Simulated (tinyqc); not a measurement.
# Input admittance of a MOSFET at zero drain bias: distributed channel and distributed gate: input impedance against frequency

Source and drain grounded, strong inversion, w = 2 pi f, Cox = eps0 eox/tox. The channel is an RC line of resistance 1/(mu Cox Vo) per square fed from both ends, so one finger has the intrinsic admittance y = i w Cox L tanh(g)/g per width, g = (1/2) sqrt(i w tau), tau = L^2/(mu Vo). The vertical resistance rv/L is in series with y, the overlaps 2 i w Cov in parallel: y_t = 1/(1/y + rv/L) + 2 i w Cov. The gate strip is a line of Rsh/L per length loaded by y_t, so a finger has Y = y_t Wf tanh(k)/k, k = (Wf/sd) sqrt(y_t Rsh/L); the device has Nf Y.

Low-frequency limits, with c = Cox L and ct = c + 2 Cov: R_strip = Rsh Wf/(3 sd^2 L Nf), R_ch = (c/ct)^2 L/(12 mu Cox Vo Wf Nf), R_vert = (c/ct)^2 rv/(L Wf Nf), C = ct Wf Nf. Z = 1/(Nf Y) = R + 1/(i w C), Q = |Im Z|/R, far-point signal |1/cosh k|.

Inputs (values chosen for the exercise); values of the order met in silicon radio-frequency transistors:
- eox = 3.9 (relative permittivity of the gate insulator (close to silicon dioxide))
- tox = 6.8 nm (insulator thickness)
- L = 1.9 um (channel length)
- Wf = 19 um (finger width)
- Nf = 4 (number of fingers)
- mu = 250 cm^2/(V s) (channel mobility)
- Vo = 0.58 V (gate overdrive)
- Rsh = 10 ohm/square (sheet resistance of the gate)
- rv = 0 ohm um^2 (vertical resistivity of the gate stack)
- sd = 2 (number of ends at which a finger is contacted)
- Cov = 0.26 fF/um (overlap and fringe capacitance on each side)

Constants: eps0 = 8.8541878128e-14 F/cm where lengths are in cm. Results are converted to the units shown.

The same in every row: low-frequency R (ohm) = 27.56.

Input impedance against frequency:
```
f (GHz)	w tau	|k|	R (ohm)	C (fF)	Q	signal at the far point
0.02	0.03129	0.02464	27.56	772.8	373.7	1.000
0.06	0.09386	0.04267	27.56	772.8	124.6	1.000
0.2	0.3129	0.07789	27.56	772.7	37.38	0.9999
0.4	0.6257	0.1101	27.55	772.3	18.70	0.9997
1	1.564	0.1732	27.52	769.7	7.513	0.9981
3	4.693	0.2878	27.25	745.9	2.610	0.9858
9	14.08	0.4089	25.11	600.4	1.173	0.9493
20	31.29	0.4836	19.62	394.4	1.028	0.9257
60	93.86	0.6535	10.67	223.4	1.113	0.8790
```

R falls from 27.6 to 10.7 ohm and C falls from 773 to 223 fF. Q goes as f^(-1.00) between the first two rows and f^(0.07) between the last two, where w tau = 93.9 and |k| = 0.653. The low-frequency limits hold both R and C within 5 % up to f = 3 GHz among the rows.

Program tinyqc, `OMP_NUM_THREADS=1 python tinyqc.py 2262101 2262102 out.jsonl`; Intel Xeon 2.30GHz, shared host, one thread, about 0.01 s.
